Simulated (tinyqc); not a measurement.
Self-consistent Fermi level with native defects, at growth and after a quench: one step, computed by the program tinyqc.

Energies are counted from the top of the valence band (VBM); when the gap shrinks with temperature the conduction band moves and the levels stay. The added dopant is taken as fully ionised. D and A draw on one reservoir with opposite signs, as the two vacancies of a compound do.

Task: After the quench to T. E_g(T) = E_g - slope x max(0, T - 300 K). N_c = 2 M_c (2 pi m_e k_B T/h^2)^(3/2) and N_v = 2 (2 pi m_h k_B T/h^2)^(3/2), masses in units of m_0. n = N_c F_1/2((E_F - E_g)/k_B T), p = N_v F_1/2(-E_F/k_B T). F_1/2(eta) = (2/sqrt(pi)) int_0^infinity sqrt(x)/(1 + exp(x - eta)) dx, by the trapezoid rule in t = sqrt(x) with step 0.02 up to t = 12 (for eta < -12 by exp(eta) - exp(2 eta)/2^(3/2)). After a quench the totals of D and A stay as grown, and each is shared among its charge states with weights exp(-(E_f(q, 0) + q E_F)/k_B T). Net charge = p - n + sum q c_q - N_X; the log ratio is ln(positive charge/negative charge). E_F is the root of the log ratio, by 50 bisections between -0.5 eV and E_g + 0.5 eV.

Inputs (values chosen for the exercise, for a model semiconductor):

| quantity | value | unit |
|---|---|---|
| gap E_g at 300 K | 3.75 | eV |
| slope -dE_g/dT above 300 K | 0.00035 | eV/K |
| electron mass m_e | 0.274 | m_0 |
| valleys M_c | 1 | - |
| hole mass m_h | 0.81 | m_0 |
| dopant density N_X | 3.4e+18 | cm^-3 |
| growth temperature T_g | 1650 | K |
| temperature of use T | 200 | K |

Added shallow dopant: acceptor.

total D = 4.540744e+18 cm^-3

total A = 3.429066e+16 cm^-3

E_f(q, E_F = 0) (eV): D(+1) 0.090, D(0) 1.440, A(0) 2.504, A(-1) 3.141

Constants: m_0 = 9.1093837015e-31 kg; k_B = 1.380649e-23 J/K; h = 6.62607015e-34 J s; k_B = 8.617333262e-05 eV/K.

Give: E_F after the quench; n after the quench; p after the quench; Frozen defects.

Result:

E_F after the quench = 1.330 eV

n after the quench = 2.103e-43 cm^-3

p after the quench = 2.962e-15 cm^-3

Frozen defects:

| state | c (cm^-3) | share of its total |
|---|---|---|
| D(+1) | 3.434e+18 | 7.563e-01 |
| D(0) | 1.106e+18 | 2.437e-01 |
| A(0) | 1.149e-01 | 3.350e-18 |
| A(-1) | 3.429e+16 | 1.000e+00 |

Caution: in a wide-gap host the dopant, above all an acceptor, may be only partly ionised at the temperature of use; the carrier density is then overstated.
